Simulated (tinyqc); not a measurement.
# Changing the tail density at the edge g_t

Model: field-effect mobility of a thin-film transistor with band-tail and deep states (multiple trapping). Computed by tinyqc, a small Python program. Command: `OMP_NUM_THREADS=1 python tinyqc.py 3029144 3029145 out.jsonl tft sweep`. One thread of a shared host (Intel(R) Xeon(R) Processor @ 2.30GHz), about 0.1 s of CPU time with the checks.

A thick film in accumulation at small drain voltage. Only free electrons move; trapped ones still screen the gate. N_c and mu_0 are held fixed when T changes, leaving out the T^(3/2) growth of N_c. x = E_0 - psi is the distance of the Fermi level below the band edge.

Inputs (values chosen for the exercise, modelled on polycrystalline silicon):

| quantity | value | unit |
|---|---|---|
| permittivity eps | 11.7 | - |
| effective density of states N_c | 3.1e+19 | 1/cm^3 |
| band mobility mu_0 | 150 | cm^2/(V s) |
| tail width E_t | 29 | meV |
| flat-band Fermi level below the edge, E_0 | 0.47 | eV |
| equivalent oxide thickness t | 5.7 | nm |
| surface band bending psi_s as a fraction of E_0 | 0.97 | - |
| temperature T | 350 | K |

Deep states: none.

Constants: k_B = 8.617333262e-05 eV/K; e = 1.602176634e-19 C; eps_0 = 8.8541878128e-12 F/m.

Method:
- F_j(eta) = int_0^infinity x^j/(1 + exp(x - eta)) dx, without a gamma-function factor.
- Integrals over x = E/(k_B T) use 160 Gauss-Legendre points in u = sqrt(x) from 0 to sqrt(max(eta, 0) + 32).
- Free n(x) = N_c (2/sqrt(pi)) F_1/2(-x/k_B T), with F_1/2 from its two-term series in exp(-x/k_B T) for x >= 12 k_B T; tail n_t(x) = int_0^1.2eV g_t exp(-E/E_t)/(1 + exp((x - E)/k_B T)) dE, E counted down from the edge, 120 Gauss-Legendre points; space charge rho(psi) = n + n_t less its value at psi = 0.
- Poisson: F(psi) = sqrt((2 e/(eps eps_0)) int_0^psi rho dpsi'); V_G - V_FB = psi_s + eps F(psi_s) t/3.9; free sheet density N_f = int (n - n(E_0))/F dpsi; induced sheet density N_i = eps eps_0 F(psi_s)/e; trapezoid rule on 301 even points in psi, the first interval left out of N_f.
- mu_eff = mu_0 N_f/N_i; field-effect mobility mu_FE = mu_0 e (dN_f/dV_G)/C_ox and swing S = dV_G/dlog10(N_f), by a central difference of +/- 2 mV in psi_s; C_ox = 3.9 eps_0/t.

One run for each value:

| tail density at the edge g_t (1/(eV cm^3)) | effective mobility mu_eff (cm^2/(V s)) | V_G - V_FB (V) | swing S (mV/decade) | induced sheet density N_i (1/cm^2) |
|---|---|---|---|---|
| 1.20e+19 | 145.7 | 1.157 | 1738 | 2.651e+12 |
| 3.20e+19 | 139.1 | 1.169 | 1723 | 2.696e+12 |
| 8.60e+19 | 124.2 | 1.200 | 1692 | 2.813e+12 |
| 2.30e+20 | 97.3 | 1.277 | 1662 | 3.103e+12 |
| 6.20e+20 | 61.8 | 1.455 | 1702 | 3.780e+12 |
| 1.70e+21 | 31.0 | 1.835 | 1962 | 5.213e+12 |
| 4.50e+21 | 13.5 | 2.515 | 2591 | 7.785e+12 |
| 1.20e+22 | 5.4 | 3.696 | 3807 | 1.225e+13 |

Over the rows, effective mobility mu_eff (cm^2/(V s)) falls from 146 to 5.40 (exponent d ln y / d ln x -0.047 between the first rows and -0.94 between the last); V_G - V_FB (V) rises from 1.16 to 3.70 (exponent d ln y / d ln x 0.010 between the first rows and 0.39 between the last); swing S (mV/decade) goes from 1740 through a minimum among these rows, 1660 at 2.30e20, to 3810. At the high end the exponent of effective mobility mu_eff is -0.94, close to -1: the tail holds nearly all the charge. At the high end the exponent of induced sheet density N_i is 0.46, close to 0.50: the field grows as the square root of the space charge.

Caution (rows 1.20e22): the oxide field exceeds 5 MV/cm, near the limit of use.

Extremes, crossings and ranges named in words are read from the listed rows.
